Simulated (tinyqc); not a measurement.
Bandgap voltage reference from two bipolar transistors: one step of the calculation.

Two transistors of area 1 and N carry the same current I. Is(T) = Is (T/T0)^eta exp[(Vg0 q/kB)(1/T0 - 1/T)], VBE1 = Vt ln(I/Is(T)) + I rb, VBE2 = Vt ln(I/(N Is(T))) + I rb/N. The amplifier forces I R1(T) = VBE1 - VBE2 + Vos, with R(T) = R (1 + tc (T - T0)) for both resistors, and the output is Vref = VBE1 + I R2(T). Base currents and the Early effect are neglected.

Problem. Operating point at another temperature. Vt = kB T/q; I = (Vt ln N + Vos)/(R1(T) - rb (1 - 1/N)).

Parameters, values chosen for the exercise; values of the order met in silicon bipolar transistors:

| symbol | value | unit | meaning |
|---|---|---|---|
| T0 | 323 | K | reference temperature |
| Vg0 | 1.181 | V | band-gap voltage extrapolated to 0 K |
| eta | 4 |  | temperature exponent of the saturation current |
| Is | 1.1e-17 | A | saturation current of the unit transistor at T0 |
| N | 10 |  | area ratio of the second transistor |
| R1 | 2.3 | kohm | resistor across which the difference of VBE falls, at T0 |
| tc | 0 | ppm/K | temperature coefficient of both resistors |
| Vos | 0.5 | mV | offset of the amplifier |
| rb | 0 | ohm | series resistance of the unit transistor |
| R2 | 17.86 | kohm | output resistor at T0 |
| T | 253 | K | temperature |

Constants: q = 1.602176634e-19 C, kB = 1.380649e-23 J/K. Results are converted to the units shown.

Give: Vt; I; Is(T); VBE1; I R2; Vref.

Solution.

Vt = 0.02180 V
I = 22.04 uA
Is(T) = 3.301e-23 A
VBE1 = 0.8948 V
I R2 = 0.3937 V
Vref = 1.289 V

From T0 to T, VBE1 changes by 99.6 mV and I R2 by -108 mV, which leaves -8.22 mV in Vref.

tinyqc, about 0.02 s, one thread, Intel Xeon 2.30GHz (shared host): `OMP_NUM_THREADS=1 python tinyqc.py 2062205 2062206 out.jsonl`
